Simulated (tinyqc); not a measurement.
Floating body of a partially depleted SOI transistor: body voltage and kink: one step of the calculation.

Source at 0 V. Channel current Ic = 2 nf K Vt^2 [F(0) - F(Vd)](1 + la Vd), F(V) = ln^2(1 + exp((Vg - VT - nf V)/(2 nf Vt))), VT = VT0 - gb Vb. Saturation voltage Vs = 2 Vt sqrt(F(0)) + 3 Vt, excess Ve = (Vd - Vs + sqrt((Vd - Vs)^2 + 0.0004 V^2))/2, multiplication M1 = Ai Ve exp(-Bl/Ve). Each junction passes D(v) = J1 (exp(v/Vt) - 1) + J2 (exp(v/(2 Vt)) - 1). Bipolar current Ib = bb J1 (exp(Vb/Vt) - 1). The body settles where M1 (Ic + Ib) = D(Vb) + D(Vb - Vd) + Vb/Rb; drain current Id = (1 + M1)(Ic + Ib) - D(Vb - Vd).

Problem. New Vb. Current into the body I_in = M1 (Ic + Ib) - D(Vb - Vd), current out I_out = D(Vb) + Vb/Rb; f = ln(I_in/I_out), s = df/dVb by central differences over 1e-5 V, Vb(new) = Vb - f/s.

Parameters, values chosen for the exercise; values of the order met in partially depleted silicon-on-insulator transistors:
- T = 330 K (temperature)
- VT0 = 0.44 V (threshold at zero body voltage)
- gb = 0.22 (fall of the threshold per volt of body voltage)
- nf = 1.19 (slope factor)
- K = 270 uA/(V^2 um) (gain factor per width)
- la = 0.03 1/V (channel-length modulation factor)
- Ai = 3.83 1/V (impact-ionisation prefactor)
- Bl = 4 V (impact-ionisation voltage)
- J1 = 9.5e-11 uA/um (diffusion saturation current of each junction)
- J2 = 3.1e-7 uA/um (recombination saturation current of each junction)
- bb = 0.5 (gain of the lateral bipolar transistor on the diffusion current)
- Rb = 1e9 kohm um (resistance of a weak body tie to the source (1e9 stands for no tie, and the term is then dropped))
- Vg = 0.81 V (gate voltage)
- Vd = 1.5 V (drain voltage)

Constants: q = 1.602176634e-19 C, kB = 1.380649e-23 J/K, Vt = kB T/q. Results are converted to the units shown.

Vb at the start = 0.6 V

Wanted: Ic; Ve; M1; I_in; I_out; f; s; Vb after iteration 1.

Solution.

Ic = 29.88 uA/um
Ve = 0.9929 V
M1 = 0.06769
I_in = 2.027 uA/um
I_out = 0.1502 uA/um
f = 2.603
s = -33.76 1/V
Vb after iteration 1 = 0.6771 V

Range of the model: The multiplication law is an empirical form chosen for the exercise; self-heating and capacitive coupling to the body are left out, and the linear laws are rough once Vb passes about 0.7 V or M1 about 0.1.

Computed by the program tinyqc: `OMP_NUM_THREADS=1 python tinyqc.py 2182206 2182207 out.jsonl`, one thread of a shared Intel Xeon 2.30GHz, about 0.2 s for the whole run.
